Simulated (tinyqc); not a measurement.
Comparisons within one model: buckled dimers of a reconstructed (001) surface, two dangling bonds a dimer. A value that a table varies takes the place of the one given here.

In a dimer one atom moves up by z and the other down by z; the dangling bond of the up atom (more s-like) falls by gm z and that of the down atom rises by gm z. With all dimers tilted alike: H(k) = [[-gm z - 2 ta cos k, -tp - 2 tx cos k], [., gm z - 2 ta cos k]], k along the row in 1/a. Two electrons a dimer fill the lowest N of the 2N levels on the mesh k_j = (j + 1/2) pi/N. Total energy a dimer: W(z) = (2/N) sum of the filled levels + kf z^2. Repulsion between electrons is left out.

Values chosen for the exercise (of the size met on Si(001); not measured data): tp = 0.43 eV (pi coupling inside a dimer); ta = 0.22 eV (coupling between like atoms along the row); tx = 0.04 eV (diagonal coupling along the row); gm = 1.78 eV/angstrom (shift of a dangling bond with height); kf = 4.1 eV/angstrom^2 (force constant of buckling); N = 16 (k points).

## Energy against buckling

W relative to z = 0; gap as lowest upper less highest lower level on 201 points from 0 to pi.

Per dimer (eV):
```
z (angstrom)  band energy  elastic        W      gap
0.00               0.0000   0.0000   0.0000  -0.0200
0.05              -0.0166   0.0103  -0.0063  -0.0012
0.10              -0.0698   0.0410  -0.0288   0.0528
0.15              -0.1521   0.0922  -0.0599   0.1359
0.20              -0.2569   0.1640  -0.0929   0.2412
0.30              -0.5121   0.3690  -0.1431   0.4969
0.40              -0.8044   0.6560  -0.1484   0.7892
0.50              -1.1175   1.0250  -0.0925   1.1021
0.60              -1.4430   1.4760   0.0330   1.4274
```

W is lowest at z = 0.4 among these rows (-0.1484 eV). The band energy falls as z^2 at first and linearly, as -2 gm z, once gm z is far above tp, so the elastic term always wins at large z. The gap opens near z = 0.051 angstrom.

## Strong pi bonds keep dimers flat

tp is varied; z minimises W on 0 to 1 angstrom; gap on 201 points; charge moved: the mean of gm z/sqrt((gm z)^2 + h^2) over the mesh, h the off-diagonal element.

Against tp:
```
tp (eV)  z (angstrom)  gain (eV)  gap (eV)  charge moved (e)
0.10           0.4294     0.2144    0.6698             0.989
0.20           0.4184     0.2100    0.6700             0.964
0.30           0.3994     0.1960    0.6703             0.920
0.45           0.3530     0.1376    0.6711             0.813
0.60           0.2751     0.0403    0.6722             0.634
0.80           0.0000     0.0000    0.7200             0.000
1.00           0.0000     0.0000    1.1200             0.000
1.30           0.0000     0.0000    1.7200             0.000
1.60           0.0000     0.0000    2.3200             0.000
```

Dimers buckle for tp up to 0.6 eV among these rows; for an isolated dimer the limit is gm^2/kf = 0.773 eV. While buckled, the splitting, on average over k, stays near 2 gm^2/kf = 1.546 eV whatever tp is, and beyond the limit it follows 2 tp; the gap is smaller by the width of the bands, about 4 ta = 0.88 eV.

## Tilting alike or in alternation

Alternation doubles the cell: sites L1, R1, L2, R2 with levels -gm z, +gm z, +gm z, -gm z, -tp inside a dimer, -2 ta cos k between L1-L2 and R1-R2, -2 tx cos k between L1-R2 and R1-L2, on k_j = (j + 1/2) pi/(2N); the lowest half of the levels is filled. Energies a dimer; gaps on these meshes.

Two patterns:
```
z (angstrom)  W alike (eV)  W alternating (eV)  difference (meV)  gap alike (eV)  gap alternating (eV)
0.05               -0.8683             -0.8974             -29.1          0.0031                0.1753
0.10               -0.8908             -0.9466             -55.8          0.0571                0.3516
0.15               -0.9218             -0.9952             -73.4          0.1401                0.5280
0.20               -0.9548             -1.0379             -83.1          0.2454                0.7046
0.30               -1.0051             -1.0928             -87.7          0.5011                1.0575
0.40               -1.0104             -1.0937             -83.4          0.7934                1.4105
0.50               -0.9545             -1.0309             -76.4          1.1063                1.7635
```

The lowest W listed is -1.0104 eV for like tilts and -1.0937 eV for alternation; the difference at equal z runs from -87.7 to -29.1 meV. With alternation ta joins filled up atoms to empty down atoms and gains energy in second order, about 2 ta^2/(gm z) a dimer at large z, while tx does so for like tilts; here ta = 0.22 and tx = 0.04 eV. At z = 0.3 the gap is 0.501 eV alike and 1.057 eV alternating.

## What each parameter does

z minimises W on 0 to 1 angstrom; gain over flat dimers; gap on 201 points from 0 to pi. Each row changes one parameter from the base and keeps the others.

Results:
```
case                     z (angstrom)  gain (eV)  gap (eV)
base                           0.3606     0.1529    0.6710
tp = 0.365 eV                  0.3822     0.1804    0.6706
ta = 0.25 eV                   0.3606     0.1232    0.5510
tx = 0.07 eV                   0.3604     0.1589    0.6820
gm = 1.922 eV/angstrom         0.4116     0.2470    0.9263
kf = 3.69 eV/angstrom^2        0.4172     0.2148    0.8419
```

The largest shifts from the base row, up to three for each result and ties (the steps differ in size, so this ranks the rows, not the parameters). z (angstrom): kf +0.0566, gm +0.0510, tp +0.0216; unchanged at the printed digits by ta. gain (eV): gm +0.0940, kf +0.0619, ta -0.0298. gap (eV): gm +0.2554, kf +0.1710, ta -0.1200.

tinyqc: `OMP_NUM_THREADS=1 python tinyqc.py 1450715 1450716 out.jsonl`; about 0.03 s, one thread, shared Intel(R) Xeon(R) Processor @ 2.30GHz.
